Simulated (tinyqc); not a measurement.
Optical constants across the spectrum: Lorentz oscillators and the Kramers-Kronig relations.

eps(E) = 1 + sum_j S_j/(E0_j^2 - E^2 - i G_j E).

n + i k = sqrt(eps1 + i eps2) with k >= 0; R = ((n - 1)^2 + k^2)/((n + 1)^2 + k^2) at normal incidence from vacuum; alpha = 2 E k/(hbar c), times 1e8 for 1/cm; loss function Im(-1/eps) = eps2/(eps1^2 + eps2^2).

Constants: hbar c = 1973.269805 eV angstrom.

Values chosen for the exercise:

| symbol | value | unit | meaning |
|---|---|---|---|
| E0 | (4.76) | eV | resonances |
| G | (0.64) | eV | widths |
| S | (76.2) | eV^2 | strengths |

Spectrum:

| E (eV) | eps1 | eps2 | n | k | R | loss |
|---|---|---|---|---|---|---|
| 0.71 | 4.438 | 0.071 | 2.107 | 0.017 | 0.127 | 0.004 |
| 1.69 | 4.837 | 0.210 | 2.200 | 0.048 | 0.141 | 0.009 |
| 2.66 | 5.833 | 0.528 | 2.418 | 0.109 | 0.173 | 0.015 |
| 3.63 | 8.582 | 1.858 | 2.946 | 0.315 | 0.248 | 0.024 |
| 4.61 | 11.028 | 21.050 | 4.171 | 2.523 | 0.496 | 0.037 |
| 5.58 | -6.633 | 3.215 | 0.607 | 2.646 | 0.747 | 0.059 |
| 6.56 | -2.587 | 0.739 | 0.228 | 1.625 | 0.781 | 0.102 |
| 7.53 | -1.194 | 0.311 | 0.141 | 1.102 | 0.776 | 0.204 |
| 8.50 | -0.518 | 0.167 | 0.114 | 0.729 | 0.742 | 0.562 |
| 9.48 | -0.125 | 0.102 | 0.134 | 0.378 | 0.624 | 3.932 |
| 10.45 | 0.125 | 0.068 | 0.365 | 0.093 | 0.220 | 3.358 |
| 11.42 | 0.296 | 0.048 | 0.546 | 0.044 | 0.087 | 0.531 |

Among the energies listed the largest values are at (eV): eps2 4.61; n 4.61; k 5.58; R 6.56; loss 9.48. eps1 crosses zero at 4.77 and 9.92 eV; the last crossing is upward and marks the plasmon, against sqrt(sum S) = 8.73 eV for free electrons.

Computed by tinyqc, a small Python program: `OMP_NUM_THREADS=1 python tinyqc.py 1681345 1681346 out.jsonl` (the numbers bound the seed that draws the inputs); one thread of a shared host (Intel(R) Xeon(R) Processor @ 2.30GHz), about 0.1 s for the whole set of steps.
